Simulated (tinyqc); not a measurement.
Comparisons within one model: electrons shared among three sets of ellipsoidal valleys. A value that a table varies takes the place of the one given here.

F_j(eta) = (1/Gamma(j + 1)) integral_0^infinity x^j dx/(1 + exp(x - eta)), which tends to exp(eta) for eta << 0.

Sets Delta2, Delta4, L: N_i = M_i times N = 2 (m kB T/(4 pi c))^(3/2) with c = hbar^2/2m0, in 1/angstrom^3; times 1e24 for 1/cm^3, m = (ml mt^2)^(1/3); n = sum_i N_i F_1/2((EF - dE_i)/kT), energies from the edge of the first set; mu_drift = sum of share times mobility.

Constants: hbar^2/2m0 = 3.80998211 eV angstrom^2; kB = 8.617333262e-05 eV/K.

Inputs chosen for the exercise (masses and offsets near those of Si; mobilities are free inputs, held fixed; the results hold for these values, not for the real material): dE = (0, 0.026, 0.847) eV (edges of Delta2, Delta4, L above the first, the first two split by strain); M = (2, 4, 4) (valleys in each set); ml = (0.88, 0.88, 1.754) m0 (longitudinal masses of Delta2, Delta4, L); mt = (0.1916, 0.1916, 0.115) m0 (transverse masses); mu = (1800, 860, 530) cm^2/(V s) (mobility of each set, for current in the plane normal to the Delta2 axis); n = 3.5e+16 1/cm^3 (total electron density); T = 200 K.

## Transfer between valleys with temperature

Offsets, masses and mobilities are held fixed; n is fixed too, so the high values of T stand for hot electrons, not for the lattice.

Populations:

| T (K) | EF (eV) | share Delta2 | share Delta4 | share L | mu_drift |
|---|---|---|---|---|---|
| 77 | -0.0235 | 0.9614 | 0.0386 | 0.0000 | 1764 |
| 150 | -0.0614 | 0.7885 | 0.2115 | 0.0000 | 1601 |
| 300 | -0.1577 | 0.5774 | 0.4226 | 0.0000 | 1403 |
| 450 | -0.2662 | 0.4943 | 0.5057 | 0.0000 | 1325 |
| 600 | -0.3818 | 0.4526 | 0.5474 | 0.0000 | 1285 |
| 900 | -0.6273 | 0.4115 | 0.5885 | 0.0000 | 1247 |
| 1200 | -0.8862 | 0.3913 | 0.6086 | 0.0002 | 1228 |
| 2000 | -1.6205 | 0.3660 | 0.6295 | 0.0046 | 1203 |

The share of Delta2 goes from 0.961 to 0.366 and the mean mobility from 1764 to 1203 cm^2/(V s). Delta2 and Delta4 hold equal numbers between T = 300 and 450 K. The share of L is at most 0.0046.

## Transfer between valleys with doping

Parabolic valleys; band tails and gap narrowing are left out.

Populations:

| n (1/cm^3) | EF (eV) | share Delta2 | share Delta4 | share L | mu_drift |
|---|---|---|---|---|---|
| 1.0e+16 | -0.1131 | 0.6932 | 0.3068 | 0.0000 | 1512 |
| 1.0e+17 | -0.0734 | 0.6924 | 0.3076 | 0.0000 | 1511 |
| 1.0e+18 | -0.0331 | 0.6851 | 0.3149 | 0.0000 | 1504 |
| 3.0e+18 | -0.0129 | 0.6698 | 0.3302 | 0.0000 | 1490 |
| 1.0e+19 | 0.0118 | 0.6244 | 0.3756 | 0.0000 | 1447 |
| 3.0e+19 | 0.0401 | 0.5436 | 0.4564 | 0.0000 | 1371 |
| 1.0e+20 | 0.0879 | 0.4462 | 0.5538 | 0.0000 | 1279 |

The share of Delta2 goes from 0.693 to 0.446 and the mean mobility from 1512 to 1279 cm^2/(V s). Delta2 and Delta4 hold equal numbers between n = 3e+19 and 1e+20 1/cm^3. The share of L is at most 6.2e-21.

## Moving the second set by strain or alloying

The second entry of dE is replaced by the values listed; a negative value puts that set lowest.

Populations:

| offset (eV) | EF (eV) | share Delta2 | share Delta4 | share L | mu_drift |
|---|---|---|---|---|---|
| -0.100 | -0.1972 | 0.0015 | 0.9985 | 0.0000 | 861 |
| -0.050 | -0.1476 | 0.0268 | 0.9732 | 0.0000 | 885 |
| 0.000 | -0.1041 | 0.3333 | 0.6667 | 0.0000 | 1173 |
| 0.025 | -0.0918 | 0.6805 | 0.3195 | 0.0000 | 1500 |
| 0.050 | -0.0870 | 0.9008 | 0.0992 | 0.0000 | 1707 |
| 0.100 | -0.0853 | 0.9940 | 0.0060 | 0.0000 | 1794 |
| 0.150 | -0.0852 | 0.9997 | 0.0003 | 0.0000 | 1800 |
| 0.200 | -0.0852 | 1.0000 | 0.0000 | 0.0000 | 1800 |
| 0.300 | -0.0852 | 1.0000 | 0.0000 | 0.0000 | 1800 |

The share of Delta2 goes from 0.002 to 1.000 and the mean mobility from 861 to 1800 cm^2/(V s). Delta2 and Delta4 hold equal numbers between offset = 0 and 0.025 eV. The share of L is at most 7.7e-22. With Boltzmann statistics the first two sets are equal at kT ln(N_2/N_1) = 0.0119 eV.

## What moves the populations

All else solved anew. Each row changes one parameter from the base and keeps the others.

Results:

| case | EF (eV) | share Delta2 | share Delta4 | share L | mu_drift (cm^2/(V s)) |
|---|---|---|---|---|---|
| base | -0.0915 | 0.6930 | 0.3070 | 0.0000 | 1511 |
| T = 250 K | -0.1238 | 0.6255 | 0.3745 | 0.0000 | 1448 |
| n = 1.05e+17 1/cm^3 | -0.0725 | 0.6924 | 0.3076 | 0.0000 | 1511 |
| dE = (0, 0.0208, 0.847) eV | -0.0933 | 0.6254 | 0.3746 | 0.0000 | 1448 |
| mt = (0.1916, 0.2299, 0.115) m0 | -0.0925 | 0.6529 | 0.3471 | 0.0000 | 1474 |
| ml = (0.88, 1.056, 1.754) m0 | -0.0920 | 0.6733 | 0.3267 | 0.0000 | 1493 |
| mu = (2160, 860, 530) cm^2/(V s) | -0.0915 | 0.6930 | 0.3070 | 0.0000 | 1761 |

The largest shifts from the base row, up to three for each result and ties (the steps differ in size, so this ranks the rows, not the parameters). EF (eV): T -0.0323, n +0.0190, dE -0.0018; unchanged at the printed digits by mu. share Delta2: dE -0.0676, T -0.0675, mt -0.0401; unchanged at the printed digits by mu. share Delta4: dE +0.0676, T +0.0675, mt +0.0401; unchanged at the printed digits by mu. share L: unchanged at the printed digits by T, n, dE, mt, ml and mu. mu_drift (cm^2/(V s)): mu +249, dE -64, T -63; unchanged at the printed digits by n.

Program tinyqc; command `OMP_NUM_THREADS=1 python tinyqc.py 1682122 1682123 out.jsonl`; about 0.02 s on one thread of a shared Intel(R) Xeon(R) Processor @ 2.30GHz.
